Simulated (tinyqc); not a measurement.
Inside a calculation: temperature and isotope dependence of a band gap in oscillator models. Values are carried at full precision from step to step, so a last printed digit may differ when a step is redone from the rounded ones.

E(T) = E0 - sum_i sl_i th_i n_i(T), n = 1/(exp(th/T) - 1). The same coupling lowers the gap at 0 K by the zero-point term ZP = sum_i sl_i th_i/2, so the gap of the static lattice is E0 + ZP. Thermal expansion is taken as part of the slopes.

Parameters, chosen for this exercise (near those of InAs; the results hold for these values, not for the real material):
- E0 = 0.418 eV (gap at 0 K)
- th = (69, 209) K (temperatures of two oscillators)
- sl = (0.0646, 0.2044) meV/K (their high-temperature slopes)
- T = 500 K (temperature)
- M = 94.9 u (mean atomic mass)
- dM = -1.53 u (change of the mean mass (not bounded by the natural isotopes))
- T12 = (130, 300) K (temperatures of the fits)

## The gap at T

Give the occupations, the two terms, the gap, ZP and the static gap.

n_i: [6.75787, 1.92708]

terms (meV): [30.123, 82.324]

E(T) = 0.3056 eV
ZP = 23.59 meV
static gap = 0.4416 eV

The thermal fall, 112.4 meV, is larger than the zero-point term, 23.6 meV; the soft oscillator supplies 27 % of the fall but 9 % of ZP. A calculation with clamped ions should be compared with the static gap.

## Slope and asymptote

dE/dT = -sum sl_i (th_i/T)^2 n_i (1 + n_i). At high T, n -> T/th - 1/2, so E -> E0 + ZP - (sum sl_i) T. Give the slope, its ratio to the limit, and the value at 0 K of the tangent drawn at T.

dE/dT = -0.2659 meV/K
ratio to the limiting slope = 0.9887
intercept of the tangent = 0.4385 eV
intercept - E0 = 20.53 meV

The tangent recovers 87 % of ZP: the extrapolation works only from T well above the higher oscillator (209 K).

## Isotope effect

With M -> M + dM the oscillator temperatures scale as M^(-1/2) and the slopes stay. Give th, ZP, E0 (static gap fixed) and E(T) for the new mass, and the linear rule dE0 = ZP dM/(2 M).

th (K): [69.56, 210.71]

ZP = 23.781 meV
shift of E0 = -0.192 meV
linear rule = -0.190 meV
shift of E(T) = -0.025 meV

The lighter crystal has the narrower gap. At 500 K 13 % of the shift at 0 K is left; it fades at high T, where the motion is classical and the mean-square amplitude no longer depends on mass.

## Two common fits

Two-parameter forms are made to pass through the falls at the two temperatures T12: Varshni aV T^2/(T + bV), from the line T^2/fall = (T + bV)/aV; one oscillator s1 t1/(exp(t1/T) - 1), with t1 from the ratio of the falls.

Give the falls and the parameters.

falls (meV): [17.0688, 59.6571]

aV = 0.3279 meV/K
bV = 195 K
t1 = 165.6 K
s1 = 0.2654 meV/K
ZP of the one-oscillator fit = 22.0 meV

The limiting slope of the model is 0.2690 meV/K; Varshni puts it +22 % off and one oscillator -1 %. The ZP of the fit differs from the true one by -1.6 meV.

## Checks

- Slope by finite differences against the formula (meV/K): both 0.26595.
- Fall at 20 times the higher oscillator temperature against the asymptote (meV): 1101.0 against 1100.8.

Program tinyqc; command `OMP_NUM_THREADS=1 python tinyqc.py 1851253 1851254 out.jsonl`; about 0.01 s on one thread of a shared Intel(R) Xeon(R) Processor @ 2.30GHz.
